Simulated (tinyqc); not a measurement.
## Short-channel transistor, virtual-source model with series resistance: output curve

The current per gate width is the charge at the top of the source barrier (the virtual source) times its velocity times a saturation function; al and be are fitting constants of the model. Units: I in uA/um, Rs in ohm um, so I Rs = 1e-6 I Rs in volts; Q in uC/cm^2, so I = 1e-4 Q vx0 Fsat with vx0 in cm/s.

Intrinsic voltages Vg' = Vgs - I Rs, Vd' = Vds - 2 I Rs. n = n0 + nd Vd', VT = VT0 - dl Vd', Ff = 1/(1 + exp((Vg' - VT + al Vt/2)/(al Vt))), Q = Cinv n Vt ln(1 + exp((Vg' - VT + al Vt Ff)/(n Vt))), Vdsat = (vx0 L/mu)(1 - Ff) + Vt Ff, Fsat = u/(1 + u^be)^(1/be) with u = Vd'/Vdsat, and I = Q vx0 Fsat per width. I is solved self-consistently. gds = dI/dVds, gm = dI/dVgs.

Inputs (values chosen for the exercise):
```
symbol,value,unit,meaning
T,325,K,temperature
Cinv,3.75,uF/cm^2,inversion capacitance
vx0,1.64e7,cm/s,velocity at the virtual source
mu,230,cm^2/(V s),apparent mobility
L,45,nm,channel length
VT0,0.318,V,threshold at zero drain voltage
dl,0.038,V/V,drain-induced barrier lowering
n0,1.48,,subthreshold factor
nd,0.2,1/V,growth of n with drain voltage
al,3.5,,threshold shift (in units of Vt) from weak to strong inversion
be,1.6,,sharpness of saturation
Rs,90,ohm um,series resistance of each contact
Vgs,1,V,gate voltage
```

Constants: q = 1.602176634e-19 C, kB = 1.380649e-23 J/K, Vt = kB T/q. Results are converted to the units shown.

Results:

| Vds (V) | I (uA/um) | Fsat | gds (uS/um) | gain gm/gds |
|---|---|---|---|---|
| 0.11 | 419.6 | 0.1057 | 3715 | 0.05448 |
| 0.22 | 814.3 | 0.2165 | 3450 | 0.1298 |
| 0.33 | 1176 | 0.3291 | 3108 | 0.2408 |
| 0.44 | 1496 | 0.4389 | 2700 | 0.4102 |
| 0.67 | 2009 | 0.6365 | 1769 | 1.106 |
| 0.78 | 2182 | 0.7084 | 1381 | 1.689 |
| 0.89 | 2316 | 0.7654 | 1070 | 2.477 |
| 1 | 2420 | 0.8094 | 834.5 | 3.477 |

Estimate the missing row, Vds = 0.56 V.

Computed row:

| Vds (V) | I (uA/um) | Fsat | gds (uS/um) | gain gm/gds |
|---|---|---|---|---|
| 0.56 | 1790 | 0.5491 | 2210 | 0.6999 |

With this row back in the table: The current rises from 420 to 2420 uA/um as Fsat rises from 0.106 to 0.809; gds falls from 3710 to 835 uS/um. The gain ends at 3.48, against 1/dl = 26.3 for a current that depends on Vds through barrier lowering alone.

Numbers from tinyqc (`OMP_NUM_THREADS=1 python tinyqc.py 2380142 2380143 out.jsonl`; about 0.01 s on one thread of a shared Intel Xeon 2.30GHz).
